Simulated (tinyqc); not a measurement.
# Thickness of the second layer from the transmission

Inverse problem. A two-layer stack carries the voltage V: F1 = V/(t1 + t2 eps1/eps2), F2 = F1 eps1/eps2; U = phi1 - F1 x in layer 1 and phi2 - F1 t1 - F2 (x - t1) in layer 2. T = exp(-S) at E = 0, C = hbar^2/(2 m0). Each layer adds (2/F) sqrt(m/C) [G(u at its left edge) - G(u at its right edge)] to S, with u = U - E (0 where negative) and G(u) = (2/3) u^1.5. Find t2, known to lie between 0.3 and 6 nm, and F1.

Values chosen for this exercise: barrier of layer 1 above the emitter Fermi level at zero bias phi1 = 2.02 eV; tunnelling mass of layer 1 m1 = 0.48 m0; thickness of layer 1 t1 = 0.8 nm; relative permittivity of layer 1 eps1 = 7.51; barrier of layer 2 at zero bias phi2 = 1.5 eV; tunnelling mass of layer 2 m2 = 0.21 m0; relative permittivity of layer 2 eps2 = 21.1; voltage across the dielectric V = 1 V.

Constants: q = 1.602176634e-19 C, hbar = 1.054571817e-34 J s, m0 = 9.1093837015e-31 kg, hbar^2/(2 m0) = 0.0380998212 eV nm^2. Results are converted to the units shown.

T at E = 0 = 3.2770501e-11

Answer. Over that range S rises steadily with t2, so S = -ln T has one root, found by bisection.

t2 = 3.900 nm
F1 = 4.570 MV/cm

Program tinyqc, `OMP_NUM_THREADS=1 python tinyqc.py 2540107 2540108 out.jsonl`; Intel Xeon 2.30GHz, shared host, one thread, about 0.04 s.
